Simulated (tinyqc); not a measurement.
Precursor delivery and alloy composition in metal-organic vapour-phase epitaxy: one step, computed by the program tinyqc. Command: `OMP_NUM_THREADS=1 python tinyqc.py 3014008 3014009 out.jsonl movpe walk`. One thread of a shared host (Intel(R) Xeon(R) Processor @ 2.30GHz), about 0.01 s of CPU time with the checks.

Carrier gas leaves each bubbler saturated. Group-III species cross a boundary layer and react at the surface; element 2 can also desorb. The film is (1)_(1-x) (2)_x V with a zinc-blende cell.

Task: Composition and growth rate. Loss of element 2 is r x with r = prefactor x exp(-energy/(k_B T)). Then x = (g2 - r x)/(g1 + g2 - r x), or r x^2 - (g1 + g2 + r) x + g2 = 0, smaller root; growth rate G = g1/(1 - x) layers/s; one layer is a/2 thick, 1 angstrom/s = 0.36 um/h. Temperatures in kelvin are T(C) + 273.15. Distribution coefficient = [x/(1 - x)]/[x_g/(1 - x_g)], x_g = g2/(g1 + g2).

Inputs (values chosen for the exercise, close to those used for InGaP from TEGa and TMIn): source 1: bath temperature = 24 C; source 2: bath temperature = 27 C; prefactor of the loss of element 2 = 2e+15 layers/s; energy of the loss = 3.12 eV; lattice constant a = 5.65 angstrom; growth temperature T = 620 C.

arrival rates (layers/s): g1 0.06554531, g2 1.094577

Constants: k_B = 8.617333262e-05 eV/K.

Give: loss rate r; solid share x; growth rate G; distribution coefficient.

Result:

loss rate r = 0.0049637 layers/s

solid share x = 0.94327

growth rate G = 1.1751 um/h

distribution coefficient = 0.99572

Desorption is negligible, so the solid copies the gas. Caution: the lattice constant is held fixed as x changes, delta does not respond to the flow, both precursors share one D and k_s, and gas-phase side reactions are left out.
